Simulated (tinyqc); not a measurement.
Schottky barrier with interface states (Cowley-Sze model), image lowering and contact resistance: one step, computed by the program tinyqc. Command: `OMP_NUM_THREADS=1 python tinyqc.py 3018519 3018520 out.jsonl pinning walk`. One thread of a shared host (Intel(R) Xeon(R) Processor @ 2.30GHz), about 0.01 s of CPU time with the checks.

An n-type semiconductor under a metal. The barrier lies between the Schottky-Mott limit phi_M - chi and the Bardeen limit E_g - E_n, E_n being the neutrality level of the interface states; the space-charge term of the full Cowley-Sze expression is left out.

Task: Pinning factor and barrier. S = 1/(1 + e^2 D delta/(eps_i eps_0)); for D per eV, e^2 D is the number e x D in SI units, with 1 cm^-2 = 1e4 m^-2. phi_B = S (phi_M - chi) + (1 - S)(E_g - E_n); the hole barrier is E_g - phi_B.

Inputs (values chosen for the exercise, with gap, mass and screening modelled on germanium):

| quantity | value | unit |
|---|---|---|
| gap E_g | 0.657 | eV |
| electron affinity chi | 4.03 | eV |
| metal work function phi_M | 4.55 | eV |
| neutrality level E_n above the valence band | 0.256 | eV |
| interface-state density D | 9.2e+12 | cm^-2 eV^-1 |
| dipole layer thickness delta | 0.33 | nm |
| dipole layer constant eps_i | 1 | - |

Pinning factor from: interface states.

Constants: e = 1.602176634e-19 C; eps_0 = 8.8541878128e-12 F/m.

Give: pinning factor S; Schottky-Mott barrier; Bardeen barrier; barrier phi_B; hole barrier.

Result:

pinning factor S = 0.64542

Schottky-Mott barrier = 0.52 eV

Bardeen barrier = 0.401 eV

barrier phi_B = 0.47781 eV

hole barrier = 0.17919 eV

The contact is partly pinned.
